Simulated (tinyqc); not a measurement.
The 3-omega method: a line heater on a substrate with a thin film: one step, computed by the program tinyqc. Command: `OMP_NUM_THREADS=1 python tinyqc.py 3007259 3007260 out.jsonl threeomega walk`. One thread of a shared host (Intel(R) Xeon(R) Processor @ 2.30GHz), about 0.01 s of CPU time with the checks.

A current at angular frequency omega = 2 pi f heats the line at 2 omega with the amplitude P per length; the temperature swing Delta T at 2 omega gives a voltage at 3 omega. The substrate is taken as semi-infinite and isotropic, and the heat capacity of heater and film is left out.

Question. Temperature swing of the bare substrate. Delta T_s = (P/(pi kappa)) int_0^infinity (sin x/x)^2 / sqrt(x^2 + (q b)^2) dx with (q b)^2 = i |q b|^2, averaged over the heater width (12 Gauss-Legendre points on each of the pieces 0, 14 log-spaced edges from 1e-5 to 1, and multiples of pi to 40 pi; the tail adds 1/(4 (40 pi)^2)). For |q| b much below 1: Delta T_s = (P/(pi kappa)) [-ln(|q| b) + eta - i pi/4], eta = 3/2 - C_E = 0.92278, with Euler's C_E = 0.5772157.

Inputs (values chosen for the exercise, modelled on hafnia on silicon carbide):
```
quantity                      value           unit
substrate conductivity kappa    395        W/(m K)
substrate heat capacity C      2.12  1e6 J/(m^3 K)
heater half-width b             7.4     micrometre
power amplitude per length P     30            W/m
current frequency f            1700             Hz
```

|q| b = 0.07923745

Give: in-phase Delta T_s; out-of-phase Delta T_s; in-phase, narrow-line form; out-of-phase, narrow-line form.

Answer.

in-phase Delta T_s = 0.08362 K

out-of-phase Delta T_s = -0.01890 K

in-phase, narrow-line form = 0.08360 K

out-of-phase, narrow-line form = -0.01899 K

The narrow-line form misses the in-phase part by -0.02 % and the out-of-phase part by +0.5 % at |q| b = 0.079. Caution: the penetration depth exceeds a fifth of the substrate thickness, so the back face is felt and the semi-infinite formula fails.
